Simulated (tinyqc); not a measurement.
Inside a calculation. Method: Hubbard chain of 5 sites. Computed by tinyqc, a small Python program that keeps every step. Settings: hopping = 1.87, U = 1.9, mixing = 0.2, iteration cap = 72. Command: `OMP_NUM_THREADS=1 python tinyqc.py 21258 21259 out.jsonl` (the two numbers bound the seeds that draw the settings). One thread of a shared host (Intel(R) Xeon(R) Processor @ 2.60GHz), about 0.3 s of CPU time with the checks.

one-body matrix (hopping and site energies) (eV), lower triangle:
```
          1         2         3         4         5
1   0.18000
2  -1.87000  -0.85000
3   0.00000  -1.87000  -0.44000
4   0.00000   0.00000  -1.87000   0.61000
5   0.00000   0.00000   0.00000  -1.87000  -0.17000
```

U = 1.90000 eV

electrons, up and down: 3  2

n(up) at the start (a guess, not normalised): 1 0.60000, 2 0.60000, 3 0.60000, 4 0.60000, 5 0.60000

n(down) at the start (a guess): 1 0.40000, 2 0.40000, 3 0.40000, 4 0.40000, 5 0.40000

Each step fills the lowest levels of T + U n(other spin) and sets n(new) = n + mixing (n(out) - n); stop when output and input agree to 1e-8.

Course of the cycle:
```
iteration      E (eV)  largest |n(out) - n(in)|  mean |n_up - n_down|
1          -8.7801601                  1.79e-01               0.20000
2          -8.7950345                  1.45e-01               0.20704
3          -8.8044788                  1.19e-01               0.21633
4          -8.8106983                  9.78e-02               0.22431
5          -8.8149252                  8.08e-02               0.23118
6          -8.8178720                  6.71e-02               0.23711
7          -8.8199674                  5.60e-02               0.24223
8          -8.8214795                  4.69e-02               0.24665
9          -8.8225826                  3.94e-02               0.25047
10         -8.8233936                  3.32e-02               0.25377
11         -8.8239933                  2.81e-02               0.25662
...               ...                       ...                   ...
62         -8.8257539                  1.58e-05               0.27490
63         -8.8257539                  1.37e-05               0.27490
64         -8.8257539                  1.19e-05               0.27490
65         -8.8257539                  1.04e-05               0.27490
66         -8.8257539                  9.02e-06               0.27491
67         -8.8257539                  7.84e-06               0.27491
68         -8.8257539                  6.82e-06               0.27491
69         -8.8257539                  5.93e-06               0.27491
70         -8.8257539                  5.16e-06               0.27491
71         -8.8257539                  4.48e-06               0.27491
72         -8.8257539                  3.90e-06               0.27491
```

Can the last value be used, and what does the course show?

Not by the stop rule, although the second column moves by less than 1e-07 over the last three steps. Not converged within 72 iterations: the residual falls steadily but slowly, by a factor of about 0.87 a step. The lowest mean-field energy found from random starts is -8.82575 eV. Reruns (cap 100 unless said): mixing 0.5: converged in 42 (E = -8.82575); mixing 0.9: converged in 19 (E = -8.82575); the original settings with a cap of 400: converged in 115 (E = -8.82575).
